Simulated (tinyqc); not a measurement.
Lattice vibrations of a chain, step by step. One step of it, computed by the program tinyqc.

Task: Dynamical matrix at q = 0.38. q is in units of 2 pi/a. A spring k from atom i to atom j, n cells on, adds k to Phi_ii and Phi_jj, -k exp(2 pi i q n) to Phi_ij and the conjugate to Phi_ji (for one atom a cell: 2k (1 - cos 2 pi q n)); D_ij = Phi_ij / sqrt(m_i m_j).

A chain moving along its axis:
```
atom                mass (u)  spring to the next atom (eV/angstrom^2)
1                  37.200000                                 9.000000
2                   3.800000                                25.300000
3                  56.600000                                29.300000
4                  94.500000                                 5.300000
second neighbours          -                                 2.100000
```

Give: D(q).

Result:

D(q) (eV/(angstrom^2 u)):
```
[[0.497, -0.757, -0.012+0.031i, 0.065+0.061i],
 [-0.757, 10.132, -1.725, -0.030+0.076i],
 [-0.012-0.031i, -1.725, 1.039, -0.401],
 [0.065-0.061i, -0.030-0.076i, -0.401, 0.411]]
```
